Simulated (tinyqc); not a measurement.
# Thermal RC ladder, step response: time step and accuracy

A ladder of 2 nodes: R_i joins node i to node i + 1, the last R to the ambient; C_i is the heat capacity of node i; theta is the rise above ambient, zero at t = 0. d theta/dt = -A theta + b with b = (Pw/C_1, 0, ...), times in ms.

A = C^(-1) K, K_ii = 1/R_(i-1) + 1/R_i (no first term for node 1), K_(i,i+1) = K_(i+1,i) = -1/R_i. The time constants tau_k are the inverse eigenvalues of A; the rise of node 1 per watt is Z(t) = sum_k r_k (1 - exp(-t/tau_k)), with r_k = v_k1^2 tau_k/C_1 and v_k the unit eigenvectors of C^(-1/2) K C^(-1/2). Both schemes run from t = 0 to 0.46 ms in M equal steps dt: explicit, theta(new) = theta + dt (b - A theta); implicit, (1 + dt A) theta(new) = theta + dt b. Errors of node 1 are against Pw Z; tau_1 is the shortest time constant.

Values chosen for this exercise:
- R = [0.29, 0.18] K/W (resistances, junction to ambient)
- C = [0.62, 1.7] mJ/K (heat capacities of the nodes)
- Pw = 6.1 W (power at node 1 from t = 0)

Time step and accuracy:
```
M    dt/tau_1  error, explicit (%)  error, implicit (%)
2       2.022               -17.37               -11.16
3       1.348                9.601               -7.713
4       1.011                6.163               -5.883
8      0.5055                3.077               -3.007
16     0.2527                1.536               -1.517
32     0.1264               0.7662              -0.7616
64    0.06318               0.3826              -0.3815
128   0.03159               0.1912              -0.1909
```

With 2 steps the errors are -17 % (explicit) and -11 % (implicit), with 128 steps 0.19 and -0.19 %. The last doubling divides them by 2.0 and 2.0: both schemes are of first order, with errors of opposite sign. The explicit scheme is stable only for dt < 2 tau_1, and the first row, at 2.02, sits next to that limit, so its error does not follow the trend.

Computed by the program tinyqc: `OMP_NUM_THREADS=1 python tinyqc.py 2520103 2520104 out.jsonl`, one thread of a shared Intel Xeon 2.30GHz, about 0.01 s for the whole run.
